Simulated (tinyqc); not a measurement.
Pariser-Parr-Pople SCF with singles CI, for the molecule c1ccc2cnccc2c1 (SMILES; centres numbered as the heavy atoms are written), step by step. One step of it, computed by the program tinyqc.

Question. Iteration 2: Fock matrix. F_rr = H_rr + P_rr gamma_rr / 2 + sum_(s != r) P_ss gamma_rs; F_rs = H_rs - P_rs gamma_rs / 2; E = tr P (H + F) / 2 + core repulsion sum_(r<s) z_r z_s gamma_rs.

P after iteration 1, lower triangle:
```
            1C         2C         3C         4C         5C         6N         7C         8C
1C    1.005484
2C    0.571004   1.029626
3C    0.009946   0.743859   0.953322
4C   -0.263020  -0.006640   0.553026   1.034077
5C   -0.037133  -0.163018   0.056523   0.554879   0.841897
6N    0.143466  -0.006691  -0.151103  -0.028736   0.707492   1.256661
7C   -0.037917   0.153680   0.023296  -0.259403  -0.073386   0.580154   0.903484
8C   -0.174883   0.024442   0.102519  -0.014773  -0.346384  -0.030253   0.724791   1.009918
9C    0.032105  -0.261570  -0.023050   0.497501   0.044781  -0.227163   0.062660   0.557994
10C   0.741372  -0.021295  -0.317724   0.006787   0.089700   0.014066  -0.163047  -0.020398

           9C       10C
9C   0.983565
10C  0.559777  0.981967
```

core matrix H (eV), lower triangle:
```
             1C          2C          3C          4C          5C          6N          7C          8C
1C   -43.251934
2C    -2.390000  -43.253473
3C     0.000000   -2.390000  -45.407838
4C     0.000000    0.000000   -2.390000  -49.790629
5C     0.000000    0.000000    0.000000   -2.390000  -45.501408
6N     0.000000    0.000000    0.000000    0.000000   -2.510000  -46.741743
7C     0.000000    0.000000    0.000000    0.000000    0.000000   -2.510000  -43.359919
8C     0.000000    0.000000    0.000000    0.000000    0.000000    0.000000   -2.390000  -45.438556
9C     0.000000    0.000000    0.000000   -2.390000    0.000000    0.000000    0.000000   -2.390000
10C   -2.390000    0.000000    0.000000    0.000000    0.000000    0.000000    0.000000    0.000000

             9C         10C
9C   -49.778567
10C   -2.390000  -45.401295
```

repulsion gamma_rs (eV), lower triangle:
```
            1C         2C         3C         4C         5C         6N         7C         8C
1C   11.130000
2C    5.345539  11.130000
3C    3.871994   5.344569  11.130000
4C    3.517359   3.872154   5.346287  11.130000
5C    2.621214   2.881359   3.873196   5.346287  11.130000
6N    2.293966   2.368689   2.919095   3.940614   5.475875  12.300000
7C    2.343780   2.270597   2.621214   3.517359   3.871994   5.476893  11.130000
8C    2.881359   2.621214   2.881514   3.872515   3.517455   3.940448   5.344569  11.130000
9C    3.872154   3.517359   3.872515   5.345539   3.872515   3.573756   3.872154   5.346287
10C   5.344569   3.871994   3.517455   3.872515   2.881514   2.652407   2.881359   3.873196

            9C        10C
9C   11.130000
10C   5.346287  11.130000
```

Centres (angstrom, eV; a flat drawing with bonds scaled to 1.40 angstrom):
```
centre          x          y  core charge z          W   gamma_rr
1C       2.425000  -0.700000              1  11.160000  11.130000
2C       2.425000   0.700000              1  11.160000  11.130000
3C       1.212000   1.400000              1  11.160000  11.130000
4C       0.000000   0.700000              1  11.160000  11.130000
5C      -1.212000   1.400000              1  11.160000  11.130000
6N      -2.425000   0.700000              1  14.100000  12.300000
7C      -2.425000  -0.700000              1  11.160000  11.130000
8C      -1.212000  -1.400000              1  11.160000  11.130000
9C       0.000000  -0.700000              1  11.160000  11.130000
10C      1.212000  -1.400000              1  11.160000  11.130000
```

Give: F; pi energy.

Answer.

F (eV), lower triangle:
```
          1C       2C       3C       4C       5C       6N       7C       8C
1C   -5.6503
2C   -3.9162  -5.6867
3C   -0.0193  -4.3778  -5.7076
4C    0.4626   0.0129  -3.8683  -5.8135
5C    0.0487   0.2349  -0.1095  -3.8733  -5.4227
6N   -0.1646   0.0079   0.2205   0.0566  -4.4471  -7.7526
7C    0.0444  -0.1745  -0.0305   0.4562   0.1421  -4.0987  -5.3235
8C    0.2520  -0.0320  -0.1477   0.0286   0.6092   0.0596  -4.3268  -5.6672
9C   -0.0622   0.4600   0.0446  -3.7197  -0.0867   0.4059  -0.1213  -3.8816
10C  -4.3712   0.0412   0.5588  -0.0131  -0.1292  -0.0187   0.2349   0.0395

          9C      10C
9C   -5.6717
10C  -3.8864  -5.6859
```

pi energy = -132.4053 eV
